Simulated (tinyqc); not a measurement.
# Inputs raised by 5 %, one at a time

Model: microkinetic model of a Langmuir-Hinshelwood surface reaction A + (1/2) B2 = AB with Bronsted-Evans-Polanyi barriers. Computed by tinyqc, a small Python program. Command: `OMP_NUM_THREADS=1 python tinyqc.py 3001045 3001046 out.jsonl microkin sens`. One thread of a shared host (Intel(R) Xeon(R) Processor @ 2.30GHz), about 0.01 s of CPU time with the checks.

A adsorbs in equilibrium; B2 dissociates irreversibly on two free sites; adsorbed A and B react irreversibly and AB leaves at once. theta_A + theta_B + theta_* = 1.

Inputs (values chosen for the exercise, for a model catalyst):

| quantity | value | unit |
|---|---|---|
| adsorption energy of A, E_A | -1.11 | eV |
| adsorption energy per B atom, E_B | -1.03 | eV |
| entropy loss of A, S_A | 1.2 | meV/K |
| entropy loss of B2, S_B | 1.6 | meV/K |
| slope a1 of the dissociation barrier | 0.42 | - |
| intercept b1 | 1 | eV |
| slope a2 of the reaction barrier | 0.41 | - |
| intercept b2 | 0.18 | eV |
| pressure p_A | 0.0037 | bar |
| pressure p_B | 0.038 | bar |
| temperature T | 625 | K |

Constants: k_B = 8.617333262e-05 eV/K; hbar = 6.582119569e-16 eV s.

Method. K_A = exp(-(E_A + T S_A)/(k_B T)) per bar; barriers E1 = max(b1 + a1 2 E_B, 0), E2 = b2 - a2 (E_A + E_B); k1 = (k_B T/h) exp(-S_B/k_B) exp(-E1/(k_B T)) per bar, k2 = (k_B T/h) exp(-E2/(k_B T)), h = 2 pi hbar. theta_A = K_A p_A theta_*; 2 k1 p_B theta_*^2 = k2 theta_A theta_B, so theta_B = w theta_* with w = 2 k1 p_B/(k2 K_A p_A); theta_* = 1/(1 + K_A p_A + w); rate r = k2 theta_A theta_B.

Runs:

| input moved | from | to | rate r (1/s per site) | theta_* | theta_A | theta_B |
|---|---|---|---|---|---|---|
| base run | - | - | 44.51 | 0.25221 | 0.74625 | 0.0015394 |
| adsorption energy per B atom, E_B (eV) | -1.03 | -1.0815 | 98.67 | 0.25132 | 0.74361 | 0.0050688 |
| intercept b1 (eV) | 1 | 1.05 | 17.62 | 0.25245 | 0.74694 | 0.0006089 |
| intercept b2 (eV) | 0.18 | 0.189 | 44.48 | 0.25214 | 0.74604 | 0.0018188 |
| pressure p_A (bar) | 0.0037 | 0.003885 | 41.37 | 0.24316 | 0.75543 | 0.0014134 |
| pressure p_B (bar) | 0.038 | 0.0399 | 46.73 | 0.25219 | 0.74619 | 0.0016162 |
| temperature T (K) | 625 | 656.25 | 184.83 | 0.47257 | 0.52403 | 0.0034040 |
| entropy loss of A, S_A (meV/K) | 1.2 | 1.26 | 113.12 | 0.40209 | 0.59299 | 0.0049236 |

Exponents ln(y'/y) / ln(x'/x):

| input | rate r | theta_* | theta_A | theta_B |
|---|---|---|---|---|
| adsorption energy per B atom, E_B | 16.318 | -0.073 | -0.073 | 24.426 |
| intercept b1 | -18.989 | 0.019 | 0.019 | -19.009 |
| intercept b2 | -0.011 | -0.006 | -0.006 | 3.419 |
| pressure p_A | -1.499 | -0.749 | 0.251 | -1.749 |
| pressure p_B | 0.997 | -0.002 | -0.002 | 0.998 |
| temperature T | 29.182 | 12.869 | -7.245 | 16.265 |
| entropy loss of A, S_A | 19.118 | 9.559 | -4.712 | 23.830 |

Among the inputs moved here: rate r answers most in size to temperature T (exponent +29.182), next to entropy loss of A, S_A (+19.118). Its exponent +0.997 in pressure p_B: dissociation limits. theta_* answers most in size to temperature T (exponent +12.869), next to entropy loss of A, S_A (+9.559). theta_A answers most in size to temperature T (exponent -7.245), next to entropy loss of A, S_A (-4.712). theta_B answers most in size to adsorption energy per B atom, E_B (exponent +24.426), next to entropy loss of A, S_A (+23.830).
